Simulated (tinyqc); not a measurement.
Comparisons within one model: linear model of a band gap against the share of exact exchange. A value that a table varies takes the place of the one given here.

E(alpha) = E0 + S alpha. A wider gap screens less, modelled in the Penn form eps(alpha) = 1 + (e0 - 1)(EP/(EP + S alpha))^2 with a scale EP chosen for the exercise. A dielectric-dependent hybrid takes alpha = 1/eps.

Parameters, chosen for this exercise (of the order of those of Si; the results hold for these values, not for the real material):

| symbol | value | unit | meaning |
|---|---|---|---|
| E0 | 0.61 | eV | gap of the semi-local functional |
| S | 5.01 | eV | slope dE/d(alpha) |
| e0 | 12.52 |  | optical dielectric constant at alpha = 0 |
| EP | 9 | eV | energy scale of the screening |
| Et | 1.18 | eV | target gap |

## Sweep of alpha

Also the exciton scale relative to alpha = 0, (m/m(0))(eps(0)/eps)^2, with a mass proportional to E + D, D = E0/2 + 0.3 eV, a k.p rule for direct gaps only.

Results:

| alpha | E (eV) | eps | alpha eps | exciton scale |
|---|---|---|---|---|
| 0.00 | 0.610 | 12.520 | 0.000 | 1.00 |
| 0.05 | 0.861 | 11.905 | 0.595 | 1.33 |
| 0.10 | 1.111 | 11.337 | 1.134 | 1.72 |
| 0.15 | 1.361 | 10.813 | 1.622 | 2.17 |
| 0.20 | 1.612 | 10.327 | 2.065 | 2.68 |
| 0.25 | 1.863 | 9.877 | 2.469 | 3.26 |
| 0.35 | 2.364 | 9.069 | 3.174 | 4.66 |
| 0.50 | 3.115 | 8.050 | 4.025 | 7.41 |

What does this show, and why?

alpha eps reaches 1 between alpha = 0.05 and 0.1 (fixed point 0.087), and the target gap is met between 0.1 and 0.15. At the fixed point the gap is 1.05 eV, -0.13 eV from the target. From 0 to 0.25 the gap grows by 1.25 eV while eps falls by 21 %; the exciton scale, which takes both, grows by a factor of 3.26 (formal for an indirect gap).

## What each parameter does

Fixed point alpha = 1/eps(alpha), gap and eps there. Each row changes one parameter from the base and keeps the others.

Results:

| case | alpha | E (eV) | eps |
|---|---|---|---|
| base | 0.0871 | 1.046 | 11.479 |
| E0 = 0.671 eV | 0.0871 | 1.107 | 11.479 |
| S = 4.509 eV | 0.0863 | 0.999 | 11.585 |
| e0 = 13.772 | 0.0786 | 1.004 | 12.724 |
| EP = 9.9 eV | 0.0864 | 1.043 | 11.575 |

What can be read from the table?

The largest shifts from the base row, up to three for each result and ties (the steps differ in size, so this ranks the rows, not the parameters). alpha: e0 -0.0085, S -0.0008, EP -0.0007; unchanged at the printed digits by E0. E (eV): E0 +0.061, S -0.047, e0 -0.043. eps: e0 +1.245, S +0.106, EP +0.096; unchanged at the printed digits by E0.

Run: tinyqc, `OMP_NUM_THREADS=1 python tinyqc.py 1850476 1850477 out.jsonl`; Intel(R) Xeon(R) Processor @ 2.30GHz, one thread, shared host; about 0.01 s of CPU time with all checks.
